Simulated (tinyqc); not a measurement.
MESFET, gradual channel with velocity saturation: one step of the calculation.

A uniformly doped n-type channel, depleted from the top by a Schottky gate; at channel potential V the depleted share of a is u = sqrt((Vbi - Vg + V)/Vp), s at the source. Electrons drift with v = mu E/(1 + mu E/vsat). Abrupt depletion edge, no series resistance, source at 0.

Task. Current below saturation. u = sqrt((Vbi - Vg + Vd)/Vp). I = (G0 Vp/3) F/(1 + Z (u^2 - s^2)), F = 3 (u^2 - s^2) - 2 (u^3 - s^3), with u at V = Vd; Z = 0 gives constant mobility, for which u stops at 1.

Values chosen for this exercise:
- Vg = -1.1 V (gate voltage)
- Vd = 0.32 V (drain voltage)

Vbi = 0.73107979 V
Vp = 2.8371122 V
G0 = 5.5127694 mS
Z = 1.1348449
s = 0.80336957

Give: u; F; I for Z = 0; I.

Result.

u = 0.8707
F = 0.05498
I for Z = 0 = 0.2866 mA
I = 0.2541 mA

The falling mobility lowers the current by 11.3 %.

tinyqc, about 0.06 s, one thread, Intel Xeon 2.30GHz (shared host): `OMP_NUM_THREADS=1 python tinyqc.py 2500137 2500138 out.jsonl`
